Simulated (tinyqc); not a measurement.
# Random telegraph noise from one oxide trap in a small MOSFET: two studies

An acceptor-like trap exchanges electrons with the channel. Inversion charge Q = Cox u, u = n Vt W0(exp((Vg - VT)/(n Vt))), W0 the Lambert function, n = nf, Cox = eps0 eox/tox; linear regime Id = (W/L) mu Q Vd. Relative to threshold the surface potential rises by Vt ln(u/u0) and the oxide voltage by the rest of Vg - VT, with u0 = n Vt W0(1).

Values chosen for this exercise; values of the order met in silicon transistors:
```
symbol,value,unit,meaning
T,250,K,temperature
eox,3.9,,relative permittivity of the gate insulator (close to silicon dioxide)
tox,1.6,nm,insulator thickness
xt,0.68,nm,depth of the trap from the channel interface
E0,0.21,eV,trap level above the channel Fermi level at threshold
s0,1e-16,cm^2,capture prefactor
EB,0.51,eV,capture barrier (lattice relaxation)
lt,0.15,nm,tunnelling decay length
vth,2.2e7,cm/s,thermal velocity
zi,2.7,nm,thickness of the inversion layer
VT,0.42,V,threshold voltage
nf,1.28,,body factor
W,58,nm,gate width
L,45,nm,gate length
mu,110,cm^2/(V s),mobility
asc,2e-16,V s,scattering coefficient of the charged trap
Vd,0.05,V,drain voltage
Vg,0.75,V,gate voltage
```

Constants: q = 1.602176634e-19 C, kB = 1.380649e-23 J/K, Vt = kB T/q, eps0 = 8.8541878128e-14 F/cm where lengths are in cm. Results are converted to the units shown.

Each table varies one quantity; the others keep the values above.

## Time constants and noise against gate voltage

N = Cox u/q; dpsi = Vt ln(u/u0); E = E0 - dpsi - (xt/tox)(Vg - VT - dpsi); capture time tc = 1/[(N/zi) vth s0 exp(-xt/lt - EB/Vt)]; emission time te = tc exp(-E/Vt); occupancy te/(tc + te). A = W L; threshold step dV = q (1 - xt/tox)/(Cox A); gm/Id = 1/(u + n Vt); relative step dI/I = (gm/Id) dV + asc mu/A. fc = (1/tc + 1/te)/(2 pi); rms = (dI/I) sqrt(tc te)/(tc + te).

Time constants and noise against gate voltage:
```
Vg (V),E (eV),tc (s),te (s),occupancy,dI/I (%),fc (Hz),rms dI/I (%)
0.58,0.11680,135.50,0.59879,0.0043996,1.1959,0.26697,0.079149
0.64,0.086953,95.368,1.6846,0.017358,0.91263,0.096144,0.11919
0.7,0.058113,72.830,4.9068,0.063120,0.73847,0.034621,0.17958
0.76,0.029921,58.602,14.613,0.19959,0.62225,0.013607,0.24871
0.82,0.0021732,48.878,44.188,0.47480,0.53984,0.0068580,0.26958
0.88,-0.025252,41.844,135.11,0.76353,0.47864,0.0049816,0.20338
0.94,-0.052432,36.535,416.57,0.91937,0.43154,0.0047383,0.11749
1,-0.079422,32.394,1292.8,0.97556,0.39424,0.0050363,0.060879
1.06,-0.10626,29.078,4033.4,0.99284,0.36401,0.0055128,0.030686
```

Read the table: what changes, and by how much?

tc falls from 136 to 29.1 s as the channel fills and te rises from 0.599 to 4030 s; they are equal at Vg = 0.825 V, where E = 0. The rms noise goes from 0.0791 through a maximum of 0.270 (at Vg = 0.82 V among the rows listed) to 0.0307 %. The slope -Vt d ln(tc/te)/dVg is 0.498 between the first two rows and 0.447 between the last two; it tends to xt/tox = 0.425 only when the surface potential stops moving.

## Effect of the capture barrier

Same model as above.

The same in every row: E (eV) = 0.03458; occupancy = 0.1672; dI/I (%) = 0.6388; rms dI/I (%) = 0.2384.

Results:
```
EB (eV),tc (s),te (s),fc (Hz)
0.1,3.290e-7,6.607e-8,2.893e6
0.2,3.413e-5,6.853e-6,2.789e4
0.3,0.003540,7.109e-4,268.8
0.4,0.3672,0.07374,2.592
0.5,38.09,7.649,0.02498
0.7,4.099e5,8.231e4,2.322e-6
```

Estimate the missing row, EB = 0.6 eV.

Computed row:
```
EB (eV),tc (s),te (s),fc (Hz)
0.6,3951,793.5,2.409e-4
```

With this row back in the table: As EB goes from 0.1 to 0.7, tc rises from 3.29e-7 to 4.10e5 s, te rises from 6.61e-8 to 82300 s and dI/I stays at 0.639 %. The barrier scales both times alike and leaves the occupancy unchanged.

Range of the model: VT is taken as given; short-channel effects and the uneven flow of current among few electrons are left out.

tinyqc, about 0.01 s, one thread, Intel Xeon 2.30GHz (shared host): `OMP_NUM_THREADS=1 python tinyqc.py 2710088 2710089 out.jsonl`
